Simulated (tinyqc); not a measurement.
# Pull-up strength from the switching point

Inverse problem. Transistor (EKV form, voltages against the body): I = 2 n b Vt^2 [F(vp - Vs) - F(vp - Vd)] from drain to source, F(v) = ln^2(1 + exp(v/(2 Vt))), vp = (Vg - VT + sg |Vd - Vs|)/n. n-channel bodies are at 0; for the p-channel device all voltages are counted down from Vdd. b in uA/V^2 gives I in uA. In an inverter In(Vg = Vd = VM) equals Ip at the switching point VM. Find bp and the current there.

Values chosen for this exercise: temperature T = 300 K; supply voltage Vdd = 1.2 V; slope factor n = 1.14; drain-induced barrier lowering sg = 0.071; n-channel threshold VTn = 0.35 V; p-channel threshold (magnitude) VTp = 0.41 V; gain factor of the pull-down transistor bn = 460 uA/V^2.

Constants: q = 1.602176634e-19 C, kB = 1.380649e-23 J/K, Vt = kB T/q. Results are converted to the units shown.

VM = 0.614739871 V

Solution. Ip is proportional to bp, so bp is In(VM) over the p-channel current for unit b.

bp = 920 uA/V^2
current at VM = 19.2 uA

Computed by the program tinyqc: `OMP_NUM_THREADS=1 python tinyqc.py 2340167 2340168 out.jsonl`, one thread of a shared Intel Xeon 2.30GHz, about 0.06 s for the whole run.
